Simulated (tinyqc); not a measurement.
Worked calculation: pair-potential crystal by lattice sums. Computed by tinyqc, a small Python program that keeps every step. Command: `OMP_NUM_THREADS=1 python tinyqc.py 3018432 3018433 out.jsonl pairsum walk`. One thread of a shared host (Intel(R) Xeon(R) Processor @ 2.30GHz), about 0.02 s of CPU time with the checks. Intermediate numbers are printed to about 5 digits and carried at full precision; extremes and crossings named in words are read from the listed rows.

Energy per atom E = (1/2) sum over neighbours of phi(r); d is the nearest-neighbour distance.

Inputs (values chosen for the exercise, for model atoms):

| quantity | value | unit |
|---|---|---|
| well depth eps | 0.0257 | eV |
| pair minimum r0 | 3.98 | angstrom |
| cut-off r_c/r0 | 2.66 | - |
| trial neighbour distance d/r0 | 0.936 | - |
| stiffness alpha r0 | 7.9 | - |

Potential: Morse. Structure: fcc.

Constants: 1 eV/angstrom^3 = 160.2176634 GPa.

## Shell sums at the trial distance

phi0(r) = eps [exp(-2 alpha (r - r0)) - 2 exp(-alpha (r - r0))]; shifted-force cut-off: phi(r) = phi0(r) - phi0(r_c) - (r - r_c) phi0'(r_c) for r < r_c, zero beyond. Shells (distance in units of d, count): fcc 1.0000 (12), 1.4142 (6), 1.7321 (24), 2.0000 (12), 2.2361 (24), 2.4495 (8), 2.6458 (48), 2.8284 (6), 3.0000 (36), 3.1623 (24); hcp 1.0000 (12), 1.4142 (6), 1.6330 (2), 1.7321 (18), 1.9149 (12), 2.0000 (6), 2.2361 (12), 2.3805 (12), 2.4495 (6), 2.5166 (6), 2.5820 (12), 2.6458 (24), 2.7080 (6), 2.8868 (12), 3.0000 (12), 3.1091 (24), 3.1623 (12); bcc 1.0000 (8), 1.1547 (6), 1.6330 (12), 1.9149 (24), 2.0000 (8), 2.3094 (6), 2.5166 (24), 2.5820 (24), 2.8284 (24), 3.0000 (32); sc 1.0000 (6), 1.4142 (12), 1.7321 (8), 2.0000 (6), 2.2361 (24), 2.4495 (24), 2.8284 (12), 3.0000 (30), 3.1623 (24); diamond 1.0000 (4), 1.6330 (12), 1.9149 (12), 2.3094 (6), 2.5166 (12), 2.8284 (24), 3.0000 (16). Volumes per atom in d^3: fcc 0.70711, hcp 0.70711, bcc 0.76980, sc 1.00000, diamond 1.53960; hcp has the ideal c/a. Every shell inside the cut-off is summed. List each shell within the cut-off.

Shells:

| shell | count | r (angstrom) | phi (eV) | phi' (eV/angstrom) | phi'' (eV/angstrom^2) |
|---|---|---|---|---|---|
| 1 | 12 | 3.725 | -0.014572 | -0.11130 | 0.77761 |
| 2 | 6 | 5.268 | -0.003829 | 0.00730 | -0.01326 |
| 3 | 24 | 6.452 | -0.000378 | 0.00075 | -0.00147 |
| 4 | 12 | 7.451 | -0.000052 | 0.00010 | -0.00021 |
| 5 | 24 | 8.330 | -0.000009 | 0.00002 | -0.00004 |
| 6 | 8 | 9.125 | -0.000001 | 0.00000 | -0.00001 |
| 7 | 48 | 9.856 | 0.000000 | 0.00000 | 0.00000 |
| 8 | 6 | 10.537 | 0.000000 | 0.00000 | 0.00000 |

## Energy and virial pressure

E = (1/2) sum count x phi; P = -(1/(6 Omega)) sum count x r phi', Omega = 0.707107 d^3.

energy at the trial distance = -0.10387 eV/atom

pressure at the trial distance = 3.3715 GPa

The pressure is positive, so the lattice wants to expand.

## Equilibrium

Equilibrium: dE/dd = 0 at the lowest minimum with d between 0.78 r0 and 1.45 r0; B = d^2 E''(d)/(9 Omega). Unrelaxed vacancy: removing an atom breaks its bonds (2|E|) and placing it on the surface returns |E|, so E_v = |E|.

equilibrium distance d = 3.9612 angstrom

energy per atom = -0.16217 eV

bulk modulus B = 8.1745 GPa

unrelaxed vacancy energy = 0.16217 eV

d is 0.5 % shorter than r0, because further shells pull and the first shell must push back.

## Elastic constants

At zero stress C_ijkl = (1/(2 Omega)) sum (phi'' - phi'/r) R_i R_j R_k R_l / r^2 over all neighbours, on cube axes; so C44 = C12 (Cauchy relation). C' = (C11 - C12)/2.

C11 = 11.791 GPa

C12 = C44 = 6.3662 GPa

C' = 2.7124 GPa

C' and C44 are positive: the structure is stable against homogeneous shear.

## Ranking of structures

The formulas are those given above.

Each structure at its own equilibrium:

| structure | neighbours | d (angstrom) | E (eV/atom) | volume (angstrom^3) | B (GPa) |
|---|---|---|---|---|---|
| fcc | 12 | 3.9612 | -0.16217 | 43.949 | 8.1745 |
| hcp | 12 | 3.9611 | -0.16220 | 43.948 | 8.1762 |
| bcc | 8 | 3.8916 | -0.14808 | 45.370 | 7.2171 |
| sc | 6 | 3.9245 | -0.09028 | 60.444 | 3.2974 |
| diamond | 4 | 3.9612 | -0.05376 | 95.697 | 1.2430 |

The order is hcp < fcc < bcc < sc < diamond; hcp lies 0.027 meV below fcc. fcc (-0.162171 eV) and hcp (-0.162198 eV) share two shells and differ from the third on. Pair forces reward the number of bonds: diamond reaches only 33 % of the best binding. Caution: each structure is relaxed in d alone and may be unstable against shear; the tiny fcc-hcp difference depends on the cut-off.

Checks made by the program: virial pressure against -dE/dV (relative difference 8e-09); (C11 + 2 C12)/3 against the curvature of E(d) (relative difference 9e-10).
